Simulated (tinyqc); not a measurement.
ROHF in the sto-3g basis, for BeH, spin multiplicity 2, step by step. One step of it, computed by the program tinyqc.

Problem. Iteration 1: Roothaan effective Fock matrix. With projectors Pc = D(beta) S, Po = (D(alpha) - D(beta)) S, Pv = 1 - D(alpha) S, the block xy is Px^T F Py; with Fc = (F(alpha) + F(beta))/2, the blocks are Fc for cc, oo, vv and cv, F(beta) for co and F(alpha) for ov.

F(alpha) (hartree), order 1Be 1s, 1Be 2s, 1Be 2px, 1Be 2py, 1Be 2pz, 2H 1s:
$$\begin{pmatrix}
-4.215036 & -1.223254 & 0.000000 & 0.000000 & 0.013950 & -0.138636 \\
-1.223254 & -0.457006 & 0.000000 & 0.000000 & -0.163394 & -0.246352 \\
0.000000 & 0.000000 & 0.340478 & 0.032113 & 0.000000 & 0.000000 \\
0.000000 & 0.000000 & 0.032113 & -0.031124 & 0.000000 & 0.000000 \\
0.013950 & -0.163394 & 0.000000 & 0.000000 & 0.152310 & -0.197532 \\
-0.138636 & -0.246352 & 0.000000 & 0.000000 & -0.197532 & -0.142227
\end{pmatrix}$$

F(beta) (hartree), order 1Be 1s, 1Be 2s, 1Be 2px, 1Be 2py, 1Be 2pz, 2H 1s:
$$\begin{pmatrix}
-4.200430 & -1.201366 & 0.000000 & 0.000000 & 0.013950 & -0.136039 \\
-1.201366 & -0.364741 & 0.000000 & 0.000000 & -0.163394 & -0.233321 \\
0.000000 & 0.000000 & 0.367836 & -0.004130 & 0.000000 & 0.000000 \\
0.000000 & 0.000000 & -0.004130 & 0.415626 & 0.000000 & 0.000000 \\
0.013950 & -0.163394 & 0.000000 & 0.000000 & 0.176559 & -0.192953 \\
-0.136039 & -0.233321 & 0.000000 & 0.000000 & -0.192953 & -0.138658
\end{pmatrix}$$

D(alpha) at the start, order 1Be 1s, 1Be 2s, 1Be 2px, 1Be 2py, 1Be 2pz, 2H 1s:
$$\begin{pmatrix}
1.050223 & -0.185720 & 0.000000 & 0.000000 & -0.119396 & 0.001750 \\
-0.185720 & 0.679123 & 0.000000 & 0.000000 & 0.489315 & 0.011850 \\
0.000000 & 0.000000 & 0.007305 & -0.085155 & 0.000000 & 0.000000 \\
0.000000 & 0.000000 & -0.085155 & 0.992695 & 0.000000 & 0.000000 \\
-0.119396 & 0.489315 & 0.000000 & 0.000000 & 0.352764 & 0.008610 \\
0.001750 & 0.011850 & 0.000000 & 0.000000 & 0.008610 & 0.000232
\end{pmatrix}$$

D(beta) at the start, order 1Be 1s, 1Be 2s, 1Be 2px, 1Be 2py, 1Be 2pz, 2H 1s:
$$\begin{pmatrix}
1.050223 & -0.185720 & 0.000000 & 0.000000 & -0.119396 & 0.001750 \\
-0.185720 & 0.679123 & 0.000000 & 0.000000 & 0.489315 & 0.011850 \\
0.000000 & 0.000000 & 0.000000 & 0.000000 & 0.000000 & 0.000000 \\
0.000000 & 0.000000 & 0.000000 & 0.000000 & 0.000000 & 0.000000 \\
-0.119396 & 0.489315 & 0.000000 & 0.000000 & 0.352764 & 0.008610 \\
0.001750 & 0.011850 & 0.000000 & 0.000000 & 0.008610 & 0.000232
\end{pmatrix}$$

overlap S, order 1Be 1s, 1Be 2s, 1Be 2px, 1Be 2py, 1Be 2pz, 2H 1s:
$$\begin{pmatrix}
1.000000 & 0.259517 & 0.000000 & 0.000000 & 0.000000 & 0.027736 \\
0.259517 & 1.000000 & 0.000000 & 0.000000 & 0.000000 & 0.305116 \\
0.000000 & 0.000000 & 1.000000 & 0.000000 & 0.000000 & 0.000000 \\
0.000000 & 0.000000 & 0.000000 & 1.000000 & 0.000000 & 0.000000 \\
0.000000 & 0.000000 & 0.000000 & 0.000000 & 1.000000 & 0.390514 \\
0.027736 & 0.305116 & 0.000000 & 0.000000 & 0.390514 & 1.000000
\end{pmatrix}$$

Give: effective F.

Solution.

effective F (hartree), order 1Be 1s, 1Be 2s, 1Be 2px, 1Be 2py, 1Be 2pz, 2H 1s:
$$\begin{pmatrix}
-4.2077 & -1.2123 & 0.0000 & 0.0000 & 0.0139 & -0.1373 \\
-1.2123 & -0.4109 & 0.0000 & 0.0000 & -0.1634 & -0.2398 \\
0.0000 & 0.0000 & 0.3542 & 0.0140 & 0.0000 & 0.0000 \\
0.0000 & 0.0000 & 0.0140 & 0.1923 & 0.0000 & 0.0000 \\
0.0139 & -0.1634 & 0.0000 & 0.0000 & 0.1644 & -0.1952 \\
-0.1373 & -0.2398 & 0.0000 & 0.0000 & -0.1952 & -0.1404
\end{pmatrix}$$
